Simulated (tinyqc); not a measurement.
The best anneal temperature for the time t: solubility, supersaturation, precipitation and gettering of an impurity in a silicon-like host. Computed by tinyqc, a small Python program. Command: `OMP_NUM_THREADS=1 python tinyqc.py 3009716 3009717 out.jsonl ripen walk`. One thread of a shared host (Intel(R) Xeon(R) Processor @ 2.30GHz), about 0.01 s of CPU time with the checks.

The wafer was saturated at T1 and is then held at T.

Inputs (values chosen for the exercise, modelled on nickel in silicon):
```
quantity                                   value    unit
site density N0                            5e+22  1/cm^3
enthalpy of solution H                      1.65      eV
entropy of solution S                        3.2     k_B
diffusion prefactor D0                    0.0021  cm^2/s
migration energy Q                         0.481      eV
temperature of saturation T1                1350       K
anneal temperature T                         908       K
sink density n                           1.2e+07  1/cm^3
initial sink radius r0                         7      nm
impurity density in the precipitate C_p  3.8e+22  1/cm^3
interface energy gamma                      0.54   J/m^2
anneal time t                                 94       s
```

Constants: k_B = 8.617333262e-05 eV/K; k_B = 1.380649e-23 J/K.

Method:
- C_eq(T) = N0 exp(S/k_B - H/(k_B T)); D(T) = D0 exp(-Q/(k_B T)); C0 = C_eq(T1). Supersaturation s = C0/C_eq(T); critical radius r* = 2 gamma/(C_p k_B T ln s); barrier W* = (4 pi/3) gamma r*^2. Strain energy is left out.
- r_f = [r0^3 + 3 (C0 - C_eq)/(4 pi n C_p)]^(1/3), tau_f = 1/(4 pi n r_f D).
- Growing sinks: with y = r/r_f and y0 = r0/r_f, dy/dt = (1 - y^3)/(3 tau_f y), which integrates to t/tau_f = F(y) - F(y0), F(y) = (1/2) ln[(1 + y + y^2)/(1 - y)^2] - sqrt(3) arctan[(2y + 1)/sqrt(3)]; the share of the excess left is (1 - y^3)/(1 - y0^3), and C(t) = C_eq + (C0 - C_eq) x share.

C0 = 8.49148e+17 1/cm^3

Dissolved share after t:
```
T (K)     C_eq/C0  tau_f (s)  C(t)/C0
608    3.0388e-08     401.61  0.94053
702    2.0611e-06     117.47  0.68691
810    7.8255e-05      40.69  0.19433
918    1.2627e-03      18.10  0.01284
1026   1.1345e-02       9.57  0.01146
1134   6.7099e-02       5.81  0.06710
1228   2.4437e-01       4.28  0.24437
1296   5.5379e-01       4.02  0.55379
```

The lowest dissolved share among these rows is 0.011 at 1026 K. Above it solubility sets the floor; below it diffusion is too slow for this time. Solubility falls with H = 1.65 eV and diffusion with Q = 0.481 eV. Caution: the barrier to homogeneous nucleation is below 35 k_B T for these inputs, so new precipitates would form and outnumber the fixed sinks assumed here.

Extremes, crossings and ranges named in words are read from the listed rows.
